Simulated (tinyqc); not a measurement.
Nucleation and growth against temperature: classical nucleation, growth and JMAK kinetics of crystallisation from a melt or glass. Computed by tinyqc, a small Python program. Command: `OMP_NUM_THREADS=1 python tinyqc.py 3020916 3020917 out.jsonl nucl walk`. One thread of a shared host (Intel(R) Xeon(R) Processor @ 2.30GHz), about 0.01 s of CPU time with the checks.

A spherical nucleus cap on a flat wall with a sharp interface of isotropic energy gamma; lambda = Omega^(1/3) is the jump distance.

Inputs (values chosen for the exercise, for a model substance):
```
quantity                        value        unit
melting point T_m                1320           K
heat of melting per volume H      928      J/cm^3
interface energy gamma         0.0823       J/m^2
atomic volume Omega              28.1  angstrom^3
diffusion prefactor D0        3.6e-06       m^2/s
activation energy Q              2.36          eV
contact angle theta               100     degrees
wall area per volume S_v      1.8e+07         1/m
```

Nucleation: on a flat wall. Driving force: Thompson-Spaepen.

Constants: k_B = 1.380649e-23 J/K; k_B = 8.617333262e-05 eV/K.

Method:
- Driving force per volume: dG = H [(T_m - T)/T_m] [2 T/(T_m + T)].
- Shape factor f = (2 + cos theta)(1 - cos theta)^2/4.
- W(r) = f [4 pi r^2 gamma - (4/3) pi r^3 dG]; r* = 2 gamma/dG; W* = f 16 pi gamma^3/(3 dG^2); n* = f (4/3) pi r*^3/Omega.
- D = D0 exp(-Q/(k_B T)); attachment rate k+ = (A*/lambda^2) D/lambda^2 with A* = 2 pi r*^2 (1 - cos theta); Zeldovich factor Z = sqrt(W*/(3 pi k_B T))/n*; sites per volume N = S_v/lambda^2; I = N Z k+ exp(-W*/(k_B T)); lag time = 1/(4 pi Z^2 k+).
- Growth (Wilson-Frenkel): u = (D/lambda) [1 - exp(-dG Omega/(k_B T))].
- JMAK with steady nucleation and growth, nuclei spread at random: extended fraction X_e = (pi/3) I u^3 t^4, X = 1 - exp(-X_e); t_X = [-3 ln(1 - X)/(pi I u^3)]^(1/4); final grains per volume = Gamma(5/4) (3/pi)^(1/4) (I/u)^(3/4), Gamma(5/4) = 0.9064024771.
- Grain size = (grains per volume)^(-1/3). Rows are kept where W*/(k_B T) < 70.

Rates:
```
T (K)  W*/(k_B T)  I (1/(m^3 s))     u (m/s)   t_0.5 (s)  grain size (micrometre)
660         6.737     1.1591e+19  6.9356e-15  6.4321e+05               5.1302e-03
726         6.672     5.1255e+20  2.7680e-13  1.5709e+04               5.0004e-03
792         6.931     8.7851e+21  5.8119e-12  7.8709e+02               5.2606e-03
858         7.572     6.3547e+22  7.3980e-11  7.1218e+01               6.0590e-03
924         8.760     1.8256e+23  6.3021e-10  1.0971e+01               7.9508e-03
990        10.868     1.5454e+23  3.8473e-09  2.9449e+00               1.3029e-02
1056       14.803     1.6479e+22  1.7596e-08  1.6478e+00               3.3344e-02
1122       23.176     1.6980e+19  6.1508e-08  3.5976e+00               2.5447e-01
1175       39.278     5.0712e+12  1.3686e-07  8.4474e+01               1.3295e+01
1214       68.739     1.6923e+00  2.1307e-07  7.9741e+04               1.9539e+04
```

What follows from these numbers?

Among these rows I peaks at 924 K, u at 1214 K and the change is fastest at 1056 K, between the two. Growth has no barrier W*, so it peaks nearer T_m than nucleation. The grain size goes as (u/I)^(1/4), from 0.0051 micrometre at the lowest T to 20000 at the highest. Caution: in the coldest rows the nucleus has under 20 atoms or the barrier is under 10 k_B T, where the capillary model and steady rates are only a guide. Caution: grain sizes above a centimetre mean that a sample waits for single nuclei, and the half time has no meaning there.

Extremes, crossings and ranges named in words are read from the listed rows.
